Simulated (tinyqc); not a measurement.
# Changing the transverse spring k1T

Model: Born-von Karman spring model of a cubic crystal with one atom per cell. Computed by tinyqc, a small Python program. Command: `OMP_NUM_THREADS=1 python tinyqc.py 3018622 3018623 out.jsonl springs sweep`. One thread of a shared host (Intel(R) Xeon(R) Processor @ 2.30GHz), about 0.1 s of CPU time with the checks.

First neighbours lie at a (1,0,0) (6 of them), second at a (1,1,0) (12), with all permutations and signs; the volume per atom is Omega = a^3.

Inputs (values chosen for the exercise, for a model crystal):
```
quantity               value           unit
lattice constant a      4.14       angstrom
atomic mass M           29.2              u
radial spring k1L      0.964  eV/angstrom^2
radial spring k2L       0.42  eV/angstrom^2
transverse spring k2T      0  eV/angstrom^2
```

Lattice: sc.

Constants: 1 eV/angstrom^3 = 160.2176634 GPa; nu for 1 eV/(angstrom^2 u) = 15.6333042 THz.

Method:
- [ij,kl] = (1/(2 Omega)) sum_R K_ij R_k R_l; C11 = [xx,xx], C44 = [xx,yy], C12 = 2 [xy,xy] - C44; B = (C11 + 2 C12)/3; Zener ratio A = 2 C44/(C11 - C12). K(R) = kL n n^T + kT (1 - n n^T).
- A neighbour at R with unit vector n couples by the matrix K(R) = kL n n^T + kT (1 - n n^T), and D(q) = (1/M) sum_R K(R) [1 - cos(q.R)].
- An eigenvalue lambda of D in eV/(angstrom^2 u) gives nu = 15.6333042 THz x sqrt(lambda).
- Take the highest frequency at X = (0.5, 0, 0) (2 pi/a).

One run for each value; columns: (1) transverse spring k1T (eV/angstrom^2); (2) C12 (GPa); (3) C44 (GPa); (4) bulk modulus B (GPa); (5) Zener ratio A; (6) highest frequency at X (THz):
```
(1)       (2)    (3)    (4)     (5)    (6)
-0.120  20.90  11.61  37.20  0.4747  7.772
-0.077  19.23  13.27  36.09  0.5249  7.772
-0.039  17.76  14.74  35.11  0.5665  7.772
0.000   16.25  16.25  34.11  0.6069  7.772
0.039   14.74  17.76  33.10  0.6451  7.772
0.077   13.27  19.23  32.12  0.6804  7.772
0.120   11.61  20.90  31.01  0.7181  7.772
0.150   10.45  22.06  30.24  0.7432  7.772
0.190    8.90  23.61  29.21  0.7751  7.772
```

What does the table show, and why?

Over the rows, C12 (GPa) falls from 20.9 to 8.90; C44 (GPa) rises from 11.6 to 23.6; bulk modulus B (GPa) falls from 37.2 to 29.2. The Cauchy pressure C12 - C44 falls linearly, from 9.29 to -14.7 GPa.

Extremes, crossings and ranges named in words are read from the listed rows.
